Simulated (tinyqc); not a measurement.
Programming of a floating-gate cell by Fowler-Nordheim tunnelling: one step of the calculation.

Per tunnel area the floating gate has Ctun = 3.9 eps0/tox to the channel (0 V) and Ccg to the control gate, Ct = Ctun/(1 - ag), no other coupling. With the threshold shift U = -Q/Ccg the field is F = ag (Vg - U)/tox, and dU/dt = J/Ccg. Fowler-Nordheim: J = A F^2 exp(-B/F), A = q^2/(16 pi^2 hbar mo phi) (times 1e14 for A/cm^2 with F in V/nm, emitter mass m0), B = (4/3) sqrt(mo/C) phi^1.5, C = hbar^2/(2 m0).

Problem. Constants of the cell. A, B, Ccg = ag Ct, the starting field and current, K = A B ag/(Ccg tox), and the knee time t0 = exp(B/F(0))/K.

Values chosen for this exercise; oxide values close to those of silicon dioxide:

| symbol | value | unit | meaning |
|---|---|---|---|
| phi | 3.11 | eV | tunnel barrier |
| mo | 0.45 | m0 | tunnelling mass |
| tox | 9.8 | nm | tunnel oxide thickness |
| ag | 0.61 |  | coupling ratio Ccg/Ct |
| ar | 3200 | nm^2 | tunnel area |
| Vt0 | -0.8 | V | threshold shift at the start |
| Vg | 19.1 | V | control-gate voltage |

Constants: q = 1.602176634e-19 C, hbar = 1.054571817e-34 J s, m0 = 9.1093837015e-31 kg, eps0 = 8.8541878128e-14 F/cm where lengths are in cm, hbar^2/(2 m0) = 0.0380998212 eV nm^2. Results are converted to the units shown.

Wanted: A; B; Ccg; F(0); J(0); K; t0; electrons for 1 V of shift.

Solution.

A = 1.101e8 A cm^-2 (V/nm)^-2
B = 25.13 V/nm
Ccg = 0.5511 uF/cm^2
F(0) = 1.239 V/nm
J(0) = 0.2608 A/cm^2
K = 3.126e14 1/s
t0 = 2.073 us
electrons for 1 V of shift = 110.1

Range of the model: Programming fields of 10 MV/cm and more wear the oxide; trapping and the channel potential are ignored.

tinyqc, about 0.01 s, one thread, Intel Xeon 2.30GHz (shared host): `OMP_NUM_THREADS=1 python tinyqc.py 2130058 2130059 out.jsonl`
